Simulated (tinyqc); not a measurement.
The fan of levels: Landau levels of a non-parabolic (Kane) conduction band at kz = 0.

Three-level Kane model: E = (N + 1/2) 2 muB B/m(E) + s g(E) muB B, s = +/-1/2, with 1/m(E) = 1 + (Ep/3)(2/(E + Eg) + 1/(E + Eg + Dso)) and g(E) = 2 - (2 Ep/3)(1/(E + Eg) - 1/(E + Eg + Dso)); E from the band edge, solved self-consistently; remote bands are left out, and so is the confinement energy of a real sheet, which raises m and lowers |g|.

In a field B along z: l = 1/sqrt((e/hbar) B) is the magnetic length, n_B = B/(h/e) the number of states per area in one level, hbar wc = 2 muB B/m for mass m in m0; 1/angstrom^2 = 1e16/cm^2.

Constants: e/hbar = 1.519267448e-05 1/(T angstrom^2); h/e = 413566.7697 T angstrom^2; muB = 5.788381798e-05 eV/T.

Inputs chosen for the exercise (near those of InAs; the results hold for these values, not for the real material): Eg = 0.396 eV (gap); Dso = 0.37 eV (spin-orbit splitting); Ep = 20.9 eV (Kane energy); Bs = (0.5, 1, 2, 4, 8, 12, 16) T (fields).

The four lowest levels against B, with their labels in order.

Levels (meV):

| B (T) | first | second | third | fourth | order |
|---|---|---|---|---|---|
| 0.500 | 1.09 | 1.52 | 3.69 | 4.11 | 0+ 0- 1+ 1- |
| 1.00 | 2.18 | 3.03 | 7.32 | 8.14 | 0+ 0- 1+ 1- |
| 2.00 | 4.34 | 6.02 | 14.42 | 16.00 | 0+ 0- 1+ 1- |
| 4.00 | 8.61 | 11.86 | 28.07 | 30.96 | 0+ 0- 1+ 1- |
| 8.00 | 16.98 | 23.09 | 53.49 | 58.44 | 0+ 0- 1+ 1- |
| 12.0 | 25.11 | 33.78 | 76.91 | 83.44 | 0+ 0- 1+ 1- |
| 16.0 | 33.04 | 43.99 | 98.75 | 106.52 | 0+ 0- 1+ 1- |

The fourth level grows as B^0.99 over the first two rows and B^0.85 over the last two (1 for a parabolic band without a fixed offset such as a valley splitting, 1/2 for massless Dirac electrons). The order of the levels does not change. At the highest field the lowest level has m(E) = 0.0237 and g(E) = -13.0, against 0.0221 and -15.0 at the edge.

Program tinyqc; command `OMP_NUM_THREADS=1 python tinyqc.py 1282172 1282173 out.jsonl`; about 0.06 s on one thread of a shared Intel(R) Xeon(R) Processor @ 2.30GHz.
